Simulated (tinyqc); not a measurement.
Nanowire ballistic transistor, top-of-the-barrier model: one step of the calculation.

At the top of the source barrier, states moving towards the drain are filled by the source (Fermi level 0) and states moving back by the drain (Fermi level -q Vd); nothing scatters. U is the shift of the band edge there, set by the capacitances CG, CD and CS (the total) and by the charge. Parabolic one-dimensional subband; the source is grounded.

Task. Self-consistent potential at the barrier top. eta1 = -(E0 + U)/Vt, eta2 = eta1 - Vd/Vt, n = (N0/2)[F_(-1/2)(eta1) + F_(-1/2)(eta2)], F_(-1/2)(x) = (1/sqrt(pi)) int_0^infinity u^(-1/2)/(1 + exp(u - x)) du. U(out) = UL + q (n - n0)/CS. Newton step: U(new) = U + (U(out) - U)/(1 + CQ/CS), CQ = (q/Vt) dn/d(eta1) with both F' summed; F' = dF_(-1/2)/dx.

Inputs (values chosen for the exercise); mass and valleys made up:

| symbol | value | unit | meaning |
|---|---|---|---|
| T | 150 | K | temperature |
| E0 | 0.17 | eV | band edge at the barrier top above the source Fermi level at zero bias |
| Vd | 0.1 | V | drain voltage |

Constants: q = 1.602176634e-19 C, kB = 1.380649e-23 J/K, Vt = kB T/q. Results are converted to the units shown.

U after iteration 1 = -0.43640928 eV
N0 = 2.9392780e6 cm^-1
CS = 7.6400592 pF/cm
n0 = 5.7080985 cm^-1
UL = -0.7487 eV

Give: eta1; eta2; n; U(out); CQ; U after iteration 2.

Result.

eta1 = 20.61
eta2 = 12.87
n = 1.346e7 cm^-1
U(out) = -0.4665 eV
CQ = 5.158 pF/cm
U after iteration 2 = -0.4544 eV

Program tinyqc, `OMP_NUM_THREADS=1 python tinyqc.py 2400148 2400149 out.jsonl`; Intel Xeon 2.30GHz, shared host, one thread, about 0.06 s.
